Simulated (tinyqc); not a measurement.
Four-band model of biased bilayer graphene near K: one step. Levels and layer polarisation. Three cases, with inputs chosen for the exercise.

Question. Diagonalise; the weight on layer 1 is that of A1 and B1.

Give: levels; weights; weight on layer 1.

Case 1.

H (eV), rows A1, B1, A2, B2 and columns alike:
$$\begin{pmatrix}
-0.220000 & -0.127825-0.185347i & 0.005965+0.008650i & -0.014061+0.020388i \\
-0.127825+0.185347i & -0.220000 & 0.368000 & 0.005965+0.008650i \\
0.005965-0.008650i & 0.368000 & 0.220000 & -0.127825-0.185347i \\
-0.014061-0.020388i & 0.005965-0.008650i & -0.127825+0.185347i & 0.220000
\end{pmatrix}$$

Answer.

levels (eV): [-0.5684, -0.1291, 0.1415, 0.5560]

weights, rows A1, B1, A2, B2; columns band 1, band 2, band 3, band 4:
$$\begin{pmatrix}
0.258 & 0.682 & 0.047 & 0.014 \\
0.565 & 0.084 & 0.200 & 0.151 \\
0.158 & 0.182 & 0.081 & 0.579 \\
0.019 & 0.052 & 0.672 & 0.256
\end{pmatrix}$$

weight on layer 1: [0.823, 0.766, 0.247, 0.165]

Band 2 has 77 % of its weight on layer 1, the layer of lower potential, and band 3 has 25 %; the dimer sites hold 28 % of band 3.

Case 2.

H (eV), rows A1, B1, A2, B2 and columns alike:
$$\begin{pmatrix}
-0.120000 & 0.168218-0.084109i & 0 & 0 \\
0.168218+0.084109i & -0.120000 & 0.355000 & 0 \\
0 & 0.355000 & 0.120000 & 0.168218-0.084109i \\
0 & 0 & 0.168218+0.084109i & 0.120000
\end{pmatrix}$$

Answer.

levels (eV): [-0.4638, -0.1024, 0.1024, 0.4638]

weights, rows A1, B1, A2, B2; columns band 1, band 2, band 3, band 4:
$$\begin{pmatrix}
0.166 & 0.675 & 0.133 & 0.026 \\
0.553 & 0.006 & 0.186 & 0.255 \\
0.255 & 0.186 & 0.006 & 0.553 \\
0.026 & 0.133 & 0.675 & 0.166
\end{pmatrix}$$

weight on layer 1: [0.719, 0.681, 0.319, 0.281]

Band 2 has 68 % of its weight on layer 1, the layer of lower potential, and band 3 has 32 %; the dimer sites hold 19 % of band 3.

Case 3.

H (eV), rows A1, B1, A2, B2 and columns alike:
$$\begin{pmatrix}
-0.205000 & 0.058864-0.039242i & 0 & 0 \\
0.058864+0.039242i & -0.205000 & 0.411000 & 0 \\
0 & 0.411000 & 0.205000 & 0.058864-0.039242i \\
0 & 0 & 0.058864+0.039242i & 0.205000
\end{pmatrix}$$

Answer.

levels (eV): [-0.4748, -0.1938, 0.1938, 0.4748]

weights, rows A1, B1, A2, B2; columns band 1, band 2, band 3, band 4:
$$\begin{pmatrix}
0.048 & 0.949 & 0.001 & 0.003 \\
0.691 & 0.024 & 0.027 & 0.258 \\
0.258 & 0.027 & 0.024 & 0.691 \\
0.003 & 0.001 & 0.949 & 0.048
\end{pmatrix}$$

weight on layer 1: [0.739, 0.972, 0.028, 0.261]

Band 2 has 97 % of its weight on layer 1, the layer of lower potential, and band 3 has 3 %; the dimer sites hold 5 % of band 3.

Computed by tinyqc, one run a case: `OMP_NUM_THREADS=1 python tinyqc.py N N+1 out.jsonl` with N = 1481125, 1481283, 1481419; one thread of a shared Intel(R) Xeon(R) Processor @ 2.30GHz, about 0.08 s a run at most.
